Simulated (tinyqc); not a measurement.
# Metal-interlayer-semiconductor contact, depinning against tunnelling resistance: what changes with what

Zero bias, n-type semiconductor. Gap states at the semiconductor surface thin out as exp(-be ti), which unpins the barrier; electrons must then cross the interlayer (a rectangular barrier, no voltage drop across it) and the parabolic depleted layer, both by WKB. Energies E are counted from the Fermi level; no image force, parabolic bands.

Parameters, values chosen for the exercise; semiconductor values close to those of silicon; interlayer mass of the order of that in strontium titanate, offset chosen freely:
```
symbol   value   unit                                                           meaning
T          300      K                                                       temperature
Eg        1.14     eV                                                          band gap
eps_r     11.7                                                    relative permittivity
chi        4.1     eV                                                 electron affinity
Nc      2.8e19  cm^-3                            conduction-band density of states at T
mt       0.187     m0                              tunnelling mass in the semiconductor
mA        2.06     m0                                                   Richardson mass
Nd      3.9e19  cm^-3                                                     donor density
E0        0.36     eV                    charge-neutrality level above the valence band
S0        0.28                                        pinning factor without interlayer
phiM      4.14     eV                                               metal work function
ti         1.3     nm                                              interlayer thickness
dE        0.22     eV  conduction-band offset of the interlayer above the semiconductor
mi         0.6     m0                                 tunnelling mass in the interlayer
be         3.8   1/nm               decay constant of gap states through the interlayer
```

Constants: q = 1.602176634e-19 C, kB = 1.380649e-23 J/K, eps0 = 8.8541878128e-12 F/m, hbar = 1.054571817e-34 J s, h = 6.62607015e-34 J s, m0 = 9.1093837015e-31 kg, Vt = kB T/q, hbar^2/(2 m0) = 0.0380998212 eV nm^2. Results are converted to the units shown.

Each table varies one quantity; the others keep the values above.

## Contact resistivity against the interlayer thickness

S = 1/(1 + (1/S0 - 1) exp(-be ti)); phiB = S (phiM - chi) + (1 - S)(Eg - E0); xi = Ec - EF deep inside, from Nd = Nc F(-xi/Vt), F(x) = (2/sqrt(pi)) int_0^infinity sqrt(u) du/(1 + exp(u - x)); band bending U = phiB - xi; E00 = (hbar/2) sqrt(Nd/(eps0 eps_r mt m0)) in volts; A = 4 pi q mA m0 kB^2/h^3. With U = phiB - xi: for xi < E < phiB, y = (E - xi)/U and G1 = (U/E00) [sqrt(1 - y) - y ln((1 + sqrt(1 - y))/sqrt(y))], G1 = 0 above phiB; G2 = 2 ti sqrt(mi max(phiB + dE - E, 0)/C), C = hbar^2/(2 m0); f = 1/(1 + exp(E/Vt)); 1/rho_c = (A T^2/Vt^2) times the integral of exp(-G1 - G2) f over E from xi upwards. Shares under 0.001 % are printed as 0; rows without band bending are left out.

The same in every row: E00/Vt = 3.03.

Contact resistivity against the interlayer thickness:
```
ti (nm)      S  phiB (eV)  rho_c (ohm cm^2)  rho_c with G2 = 0 (ohm cm^2)  peak of the integrand (eV)  share above phiB (%)
0        0.280      0.573           4.57e-7                       4.57e-7                      0.0183                     0
0.2      0.454      0.444           3.44e-7                       9.88e-8                      0.0171                     0
0.4      0.640      0.306           1.81e-7                       1.99e-8                      0.0149                0.0277
0.6      0.792      0.194           1.04e-7                       5.64e-9                      0.0125                 0.618
0.8      0.890      0.121           8.82e-8                       2.61e-9                      0.0105                  4.42
1        0.946     0.0803           1.09e-7                       1.77e-9                     0.00933                  13.2
1.2      0.974     0.0594           1.71e-7                       1.47e-9                     0.00933                  23.5
1.4      0.988     0.0492           3.09e-7                       1.36e-9                      0.0103                  32.1
1.6      0.994     0.0443           5.91e-7                       1.31e-9                      0.0121                  39.1
```

Read the table: what changes, and by how much?

As ti goes from 0 to 1.6, phiB falls from 0.573 to 0.0443 eV and rho_c goes from 4.57e-7 through a minimum of 8.82e-8 (at ti = 0.8 among the rows listed) to 5.91e-7 ohm cm^2. At ti = 0.8 nm rho_c is 5.18 times lower than without interlayer: up to there the falling barrier gains more than tunnelling through the layer costs, beyond it the layer dominates. The ratio of rho_c to its value with G2 = 0 runs from 1.00 to 451.

## Contact resistivity against the donor density

Same model as above.

The same in every row: S = 0.982; phiB (eV) = 0.0534.

Contact resistivity against the donor density:
```
Nd (cm^-3)  E00/Vt  rho_c (ohm cm^2)  rho_c with G2 = 0 (ohm cm^2)  peak of the integrand (eV)  share above phiB (%)
4.7e18        1.05           6.70e-7                       7.29e-9                      0.0507                  82.7
1.1e19        1.61           4.35e-7                       3.78e-9                      0.0374                  53.6
2.4e19        2.38           2.93e-7                       2.07e-9                      0.0202                  36.1
5.3e19        3.53           1.94e-7                       1.10e-9                     0.00375                  24.0
1.2e20        5.32           1.30e-7                      5.75e-10                    -0.00905                  16.1
2.7e20        7.98           9.31e-8                      3.13e-10                     -0.0176                  11.5
6e20          11.9           7.23e-8                      1.77e-10                     -0.0228                  8.92
```

What does the comparison show?

As Nd goes from 4.7e18 to 6e20, phiB stays at 0.0534 eV and rho_c falls from 6.70e-7 to 7.23e-8 ohm cm^2. rho_c goes as Nd^(-0.51) between the first two rows and Nd^(-0.32) between the last two, while E00/Vt goes from 1.05 to 11.9 and the share above the barrier from 82.7 to 8.92 %. The ratio of rho_c to its value with G2 = 0 runs from 92.0 to 408.

tinyqc, about 0.04 s, one thread, Intel Xeon 2.30GHz (shared host): `OMP_NUM_THREADS=1 python tinyqc.py 2270168 2270169 out.jsonl`
